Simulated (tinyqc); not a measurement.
# Worked calculation: square on-chip spiral inductor, lumped pi model

Numbers from tinyqc (`OMP_NUM_THREADS=1 python tinyqc.py 2302090 2302091 out.jsonl`; about 0.01 s on one thread of a shared Intel Xeon 2.30GHz). Printed values are rounded.

Outer diameter do = di + 2 n wd + 2 (n - 1) sp, mean da = (do + di)/2, fill p = (do - di)/(do + di), length l = 4 n da. L = 2.34 mu0 n^2 da/(1 + 2.75 p), mu0 = 4 pi 1e-7 H/m. Rs = rho l/(wd delta (1 - exp(-th/delta))), delta = sqrt(rho/(pi f mu0)). Cs = n wd^2 eps0 eo/hu across the coil. At each end Cox = l wd eps0 eo/(2 ho) leads to the substrate branch Rsi = 2 rs he/(l wd) in parallel with Csi = l wd eps0 11.7/(2 he). With one end grounded Y = 1/(Rs + i w L) + i w Cs + 1/[1/(i w Cox) + 1/(1/Rsi + i w Csi)], w = 2 pi f; Q = -Im Y/Re Y. Eddy currents in neighbouring turns and in the substrate are left out.

Parameters, values chosen for the exercise; values of the order met in silicon radio-frequency processes: number of turns n = 6.5; line width wd = 4 um; space between turns sp = 2 um; inner diameter di = 100 um; metal thickness th = 0.9 um; metal resistivity rho = 1.9 uohm cm; oxide below the coil ho = 3.9 um; oxide between coil and underpass hu = 0.9 um; relative permittivity of the oxide eo = 4.1; substrate resistivity rs = 10 ohm cm; effective spreading depth in the substrate he = 50 um; frequency f = 8 GHz.

Constants: eps0 = 8.8541878128e-12 F/m. Results are converted to the units shown.

## Geometry and model elements

do, l, L, delta, Rs, Cs, Cox, Rsi and Csi as defined.

do = 174 um
l = 3562 um
L = 9.766753 nH
delta = 0.7756252 um
Rs = 31.76992 ohm
Cs = 4.194917 fF
Cox = 66.31196 fF
Rsi = 701.8529 ohm
Csi = 14.76007 fF

Rs is 1.69 times the direct-current value in this empirical form, which overstates the skin effect of a flat slab when delta is near th and so stands in for some current crowding.

## Admittance, quality factor and apparent inductance

Series branch 1/(Rs + i w L), substrate branch, total Y, Q = -Im Y/Re Y, apparent inductance Im(1/Y)/w, metal-only value w L/Rs, share of the loss in the substrate Re(substrate branch)/Re Y.

series branch = 0.131269-2.028453i mS
substrate branch = 0.8493925+0.9038229i mS
Y = 0.9806611-0.9137707i mS
Q = 0.9317905
apparent inductance = 10.11808 nH
w L/Rs = 15.45269
share of the loss in the substrate = 86.61427 %

Q is 6.03 % of the metal-only value.
